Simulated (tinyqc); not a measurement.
# Regular and subregular solution with a miscibility gap, step by step

A worked calculation. Computed by tinyqc, a small Python program that keeps every step. Command: `OMP_NUM_THREADS=1 python tinyqc.py 3015935 3015936 out.jsonl regsol walk`. One thread of a shared host (Intel(R) Xeon(R) Processor @ 2.30GHz), about 0.02 s of CPU time with the checks. Intermediate numbers are printed to about 6 digits and carried at full precision; extremes and crossings named in words are read from the listed rows.

Per mole of mixing sites: G(x) = x (1 - x) [L0 + L1 (1 - 2x)] + R T [x ln x + (1 - x) ln(1 - x)], x the fraction of B.

Inputs (values chosen for the exercise, modelled on Ga(1-x)In(x)N):
```
quantity                    value                 unit
lattice constant a_A          4.5             angstrom
lattice constant a_B         4.98             angstrom
constant K                  47700  kJ angstrom^2.5/mol
asymmetry L1                    0               kJ/mol
temperature T                2053                    K
overall fraction x0          0.47                    -
coherency modulus Y          72.6                  GPa
molar volume V_m               16             cm^3/mol
gradient coefficient kappa  4e-10                  J/m
start value s0               0.01                    -
```

Source of L0: delta-lattice-parameter rule.

Constants: R = 8.314462618 J/(mol K).

## Interaction parameter

A bonding enthalpy -K a^(-2.5) with a linear in x gives L0 = 4.375 K (a_A - a_B)^2/abar^4.5, abar the mean lattice constant; eta = (a_B - a_A)/abar.

L0 = 43.7498 kJ/mol

eta = 0.101266

## G, chemical potentials and activities

G' = L0 (1 - 2x) + L1 (1 - 6x + 6x^2) + R T ln[x/(1 - x)]; G'' = -2 L0 - 6 L1 (1 - 2x) + R T/[x (1 - x)]. mu_A = G - x G', mu_B = G + (1 - x) G', activity = exp(mu/(R T)).

G, G'' and activities at x = 0.02, 0.1, 0.2, 0.35, 0.5, 0.65, 0.8, 0.9, 0.98:
```
x     G (kJ/mol)  G'' (kJ/mol)  activity of A  activity of B
0.02    -0.81599       783.398        0.98101        0.23446
0.10    -1.61155       102.162        0.92337        0.79729
0.20    -1.54169        19.185        0.88637        1.03138
0.35    -1.09856       -12.468        0.88975        1.03361
0.50    -0.89428       -19.221        0.94896        0.94896
0.65    -1.09856       -12.468        1.03361        0.88975
0.80    -1.54169        19.185        1.03138        0.88637
0.90    -1.61155       102.162        0.79729        0.92337
0.98    -0.81599       783.398        0.23446        0.98101
```

G'' is negative at 3 of the nine compositions (0.35, 0.5, 0.65), where the solution is unstable.

## Critical point

The spinodal is G'' = 0, R T_s(x) = x (1 - x) [2 L0 + 6 L1 (1 - 2x)]; the critical point is its maximum.

critical composition x_c = 0.5

critical temperature T_c = 2630.95 K

With L1 = 0 this is x_c = 1/2 and T_c = L0/(2 R). Caution: a real alloy may melt or decompose below this critical temperature.

## Spinodal at T

Solve G'' = 0 on each side of x_c.

spinodal x_s1 = 0.265654

spinodal x_s2 = 0.734346

## First Newton step for the common tangent

Common tangent: F1 = G'(x1) - G'(x2) = 0 and F2 = [G - x G'](x1) - [G - x G'](x2) = 0. Newton step: J = [[G''(x1), -G''(x2)], [-x1 G''(x1), x2 G''(x2)]], J dx = -F; a step that would leave 0 < x < 1 is halved until it stays inside. The start is x1 = s0, x2 = 1 - s0.

F (kJ/mol): F1 -71.1240, F2 35.5620

J (kJ/mol):
```
         1         2
1  1636.70  -1636.70
2   -16.37   1620.33
```

new (x1, x2): 0.031728  0.968272

## Binodal by Newton steps

Stop when the step is below 1e-12, or when x1 and x2 meet within 1e-5; residuals under 1e-7 are shown as 0.

Iteration:
```
step        x1        x2   F1 (kJ/mol)  F2 (kJ/mol)
1     0.010000  0.990000  -7.11240e+01  3.55620e+01
2     0.031728  0.968272  -3.47513e+01  1.73756e+01
3     0.068845  0.931155  -1.34660e+01  6.73300e+00
4     0.106507  0.893493  -3.75057e+00  1.87528e+00
5     0.126919  0.873081  -5.47794e-01  2.73897e-01
6     0.131035  0.868965  -1.71934e-02  8.59669e-03
7     0.131173  0.868827  -1.84197e-05  9.20983e-06
8     0.131173  0.868827             0            0
```

solubility limit x1 = 0.131173

solubility limit x2 = 0.868827

Converged: the gap runs from 0.1312 to 0.8688, outside the spinodal as it must.

## Lever rule at x0

Inside the gap the B-rich phase has the fraction f = (x0 - x1)/(x2 - x1), and the gain is (1 - f) G(x1) + f G(x2) - G(x0); outside it one phase remains.

fraction f of the B-rich phase = 0.459331

free energy of decomposition = -744.488 J/mol

x0 lies inside the chemical spinodal: coherency strain aside, small waves of composition grow without a barrier.

## Fastest-growing wave

Linear Cahn-Hilliard theory, coherency strain left out, with energy density G/V_m + kappa (grad x)^2: the rate goes as -k^2 (G''/V_m + 2 kappa k^2), so k_c^2 = -G''/(2 kappa V_m), the fastest wave has k_m = k_c/sqrt(2) and length 2 pi/k_m.

G''(x0) = -18.9746 kJ/mol

k_c = 1.21753 1/nm

fastest wavelength = 7.29816 nm

## Coherent spinodal

If the lattice stays coherent, G'' gains 2 eta^2 Y V_m (eta = d ln a/dx, Y the biaxial modulus, E/(1 - nu) if isotropic), which is L0 replaced by L0 - eta^2 Y V_m (1 GPa cm^3/mol = 1 kJ/mol); the program reports 0 if the result is not positive.

eta^2 Y V_m = 11.9119 kJ/mol

top of the coherent spinodal = 1914.61 K

Coherency strain lowers the top by 716 K, below T: a coherent alloy is stable against small waves at this T.

## The phase diagram

For this table each start is x_s1/6 and 1 - (1 - x_s2)/6. The dilute estimate of x1 is exp(-(L0 + L1)/(R T)).

Binodal and spinodal:
```
T (K)  binodal x1  spinodal x_s1  spinodal x_s2  binodal x2  dilute estimate of x1
1052   0.00717443       0.112655       0.887345    0.992826             0.00672582
1315    0.0212136       0.146383       0.853617    0.978786              0.0182893
1579    0.0463856       0.183837       0.816163    0.953614              0.0357065
1842    0.0857440       0.226197       0.773803    0.914256              0.0574626
2105     0.144861       0.276445       0.723555    0.855139              0.0821086
2368     0.237352       0.341930       0.658070    0.762648               0.108383
2526     0.329813       0.400138       0.599862    0.670187               0.124544
```

The dilute estimate is 0.94 of x1 at the lowest T and 0.38 at the highest: it drops the pull of the other solutes and the impurity of the second phase. Near the top the binodal is 1.70 times as wide as the spinodal; the mean-field limit at T_c is sqrt(3) = 1.73.

Checks made by the program: binodal against the lower hull of G on 40001 points (relative difference 3e-06).
